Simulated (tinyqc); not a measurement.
Strong pi bonds keep dimers flat: buckled dimers of a reconstructed (001) surface, two dangling bonds a dimer.

In a dimer one atom moves up by z and the other down by z; the dangling bond of the up atom (more s-like) falls by gm z and that of the down atom rises by gm z. With all dimers tilted alike: H(k) = [[-gm z - 2 ta cos k, -tp - 2 tx cos k], [., gm z - 2 ta cos k]], k along the row in 1/a. Two electrons a dimer fill the lowest N of the 2N levels on the mesh k_j = (j + 1/2) pi/N. Total energy a dimer: W(z) = (2/N) sum of the filled levels + kf z^2. Repulsion between electrons is left out.

Values chosen for the exercise (of the size met on Si(001); not measured data):

| symbol | value | unit | meaning |
|---|---|---|---|
| ta | 0.1 | eV | coupling between like atoms along the row |
| tx | 0.05 | eV | diagonal coupling along the row |
| gm | 1.82 | eV/angstrom | shift of a dangling bond with height |
| kf | 7.9 | eV/angstrom^2 | force constant of buckling |
| N | 16 |  | k points |

tp is varied; z minimises W on 0 to 1 angstrom; gap on 201 points; charge moved: the mean of gm z/sqrt((gm z)^2 + h^2) over the mesh, h the off-diagonal element.

Against tp:

| tp (eV) | z (angstrom) | gain (eV) | gap (eV) | charge moved (e) |
|---|---|---|---|---|
| 0.10 | 0.2209 | 0.1673 | 0.4512 | 0.959 |
| 0.20 | 0.2012 | 0.1239 | 0.4531 | 0.873 |
| 0.30 | 0.1632 | 0.0399 | 0.4562 | 0.708 |
| 0.45 | 0.0000 | 0.0000 | 0.5000 | 0.000 |
| 0.60 | 0.0000 | 0.0000 | 0.8000 | 0.000 |
| 0.80 | 0.0000 | 0.0000 | 1.2000 | 0.000 |
| 1.00 | 0.0000 | 0.0000 | 1.6000 | 0.000 |
| 1.30 | 0.0000 | 0.0000 | 2.2000 | 0.000 |
| 1.60 | 0.0000 | 0.0000 | 2.8000 | 0.000 |

What can be read from this table?

Dimers buckle for tp up to 0.3 eV among these rows; for an isolated dimer the limit is gm^2/kf = 0.419 eV. While buckled, the splitting, on average over k, stays near 2 gm^2/kf = 0.839 eV whatever tp is, and beyond the limit it follows 2 tp; the gap is smaller by the width of the bands, about 4 ta = 0.40 eV.

(tinyqc, `OMP_NUM_THREADS=1 python tinyqc.py 1481046 1481047 out.jsonl`, Intel(R) Xeon(R) Processor @ 2.30GHz, 1 thread, shared host, about 0.04 s.)
